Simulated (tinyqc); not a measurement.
Inputs raised by 2 %, one at a time: liquidus of a compound AB in a simple-solution melt, liquid-phase epitaxy and vapour pressures. Computed by tinyqc, a small Python program. Command: `OMP_NUM_THREADS=1 python tinyqc.py 3012554 3012555 out.jsonl liq35 sens`. One thread of a shared host (Intel(R) Xeon(R) Processor @ 2.30GHz), about 0.02 s of CPU time with the checks.

x is the atom fraction of B in the melt. The melt is a simple solution: R T ln gamma_B = W (1 - x)^2, R T ln gamma_A = W x^2, W = a + b T. The solid AB is stoichiometric.

Inputs (values chosen for the exercise, modelled on GaSb for the melt):
```
quantity,value,unit
melting point T_F,983,K
entropy of fusion S_F,66.7,J/(mol K)
interaction a,19,kJ/mol
interaction slope b,-24.4,J/(mol K)
saturation temperature T,656,K
step dT,9.9,K
cooling rate c,0.19,K/min
growth time t,0.42,min
diffusivity in the melt D,6.9e-05,cm^2/s
molar volume of the melt V_L,12.7,cm^3/mol
lattice constant a0,6.096,angstrom
melt depth w,5.3,mm
heat of evaporation of A,263,kJ/mol
entropy of evaporation of A,102,J/(mol K)
heat of evaporation of B as (1/2) B2,111,kJ/mol
entropy of evaporation of B as (1/2) B2,64.5,J/(mol K)
```

Growth programme: ramp cooling.

Constants: R = 8.314462618 J/(mol K); N_A = 6.02214076e+23 1/mol; k_B = 8.617333262e-05 eV/K.

Method:
- Liquidus (Vieland): f(x) = R T ln[4 x (1 - x)] + 2 W (1/2 - x)^2 + S_F (T_F - T) = 0.
- Newton steps with f' = (1 - 2x)[R T/(x (1 - x)) - 2 W], from the dilute estimate x = (1/4) exp[-(S_F (T_F - T) + W/2)/(R T)]; stop below 1e-13; f under 1e-6 shown as 0.
- dx/dT = -(df/dT)/f', df/dT = R ln[4 x (1 - x)] + 2 b (1/2 - x)^2 - S_F, f' = (1 - 2x)[R T/(x (1 - x)) - 2 W]. Concentrations: C_L = x N_A/V_L in the melt, C_S = 4/a0^3 in the solid; m = dT/dC_L.
- Semi-infinite melt (Hsieh): step d = 2 dT sqrt(D t/pi)/(C_S m); ramp d = (4/3) c sqrt(D/pi) t^(3/2)/(C_S m); supercooling is their sum. A melt of depth w can give at most w (undercooling)/(C_S m).
- Over the A-rich liquidus: p_A = gamma_A (1 - x) exp(S_A/R - H_A/(R T)), p_B2 = [gamma_B x exp(S_B/R - H_B/(R T))]^2, in bar. Free evaporation is congruent while the A flux over this liquidus is at least the B flux; with A and B2 taken as equal in mass for the estimate, T_c solves p_A = 2 p_B2.

Runs:
```
input moved,from,to,dx/dT (1/K),thickness d (micrometre),apparent heat of solution k_B T^2 d ln x/dT (eV),congruent temperature T_c (K)
base run,-,-,7.405e-05,0.004978,0.7824,599.1
melting point T_F (K),983,1002.66,5.908e-05,0.003971,0.7951,621.1
entropy of fusion S_F (J/(mol K)),66.7,68.034,6.948e-05,0.004671,0.7957,607.5
interaction a (kJ/mol),19,19.38,7.173e-05,0.004822,0.7846,595.9
saturation temperature T (K),656,669.12,9.348e-05,0.006284,0.7833,599.1
step dT (K),9.9,10.098,7.405e-05,0.004978,0.7824,599.1
diffusivity in the melt D (cm^2/s),6.9e-05,7.038e-05,7.405e-05,0.005027,0.7824,599.1
molar volume of the melt V_L (cm^3/mol),12.7,12.954,7.405e-05,0.004880,0.7824,599.1
```

Exponents ln(y'/y) / ln(x'/x):
```
input,dx/dT,thickness d,apparent heat of solution k_B T^2 d ln x/dT,congruent temperature T_c
melting point T_F,-11.406,-11.406,0.815,1.825
entropy of fusion S_F,-3.213,-3.213,0.854,0.705
interaction a,-1.608,-1.608,0.140,-0.269
saturation temperature T,11.768,11.768,0.057,0.000
step dT,0.000,0.000,0.000,0.000
diffusivity in the melt D,0.000,0.500,0.000,0.000
molar volume of the melt V_L,0.000,-1.000,0.000,0.000
```

Among the inputs moved here: dx/dT answers most in size to saturation temperature T (exponent +11.768), next to melting point T_F (-11.406); its exponent is below 0.0005 for step dT, diffusivity in the melt D, molar volume of the melt V_L. thickness d answers most in size to saturation temperature T (exponent +11.768), next to melting point T_F (-11.406); its exponent is below 0.0005 for step dT. Its exponent +0.500 in diffusivity in the melt D: diffusion-limited supply. Apparent heat of solution k_B T^2 d ln x/dT answers most in size to entropy of fusion S_F (exponent +0.854), next to melting point T_F (+0.815); its exponent is below 0.0005 for step dT, diffusivity in the melt D, molar volume of the melt V_L. congruent temperature T_c answers most in size to melting point T_F (exponent +1.825), next to entropy of fusion S_F (+0.705); its exponent is below 0.0005 for saturation temperature T, step dT, diffusivity in the melt D, molar volume of the melt V_L.
